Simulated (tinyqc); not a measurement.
Worked calculation: ROHF in the sto-6g basis, for H2+, spin multiplicity 2. One step of it, computed by the program tinyqc.

Question. Iteration 2: Roothaan effective Fock matrix. With projectors Pc = D(beta) S, Po = (D(alpha) - D(beta)) S, Pv = 1 - D(alpha) S, the block xy is Px^T F Py; with Fc = (F(alpha) + F(beta))/2, the blocks are Fc for cc, oo, vv and cv, F(beta) for co and F(alpha) for ov.

F(alpha) (hartree), order 1H 1s, 2H 1s:
```
[[-0.742974, -0.540499],
 [-0.540499, -0.742974]]
```

F(beta) (hartree), order 1H 1s, 2H 1s:
```
[[-0.289349, -0.234987],
 [-0.234987, -0.289349]]
```

D(alpha) after iteration 1, order 1H 1s, 2H 1s:
```
[[0.377744, 0.377744],
 [0.377744, 0.377744]]
```

D(beta) after iteration 1, order 1H 1s, 2H 1s:
```
[[0.000000, 0.000000],
 [0.000000, 0.000000]]
```

overlap S, order 1H 1s, 2H 1s:
```
[[1.000000, 0.323647],
 [0.323647, 1.000000]]
```

Give: effective F.

Answer.

effective F (hartree), order 1H 1s, 2H 1s:
```
[[-0.5162, -0.3877],
 [-0.3877, -0.5162]]
```
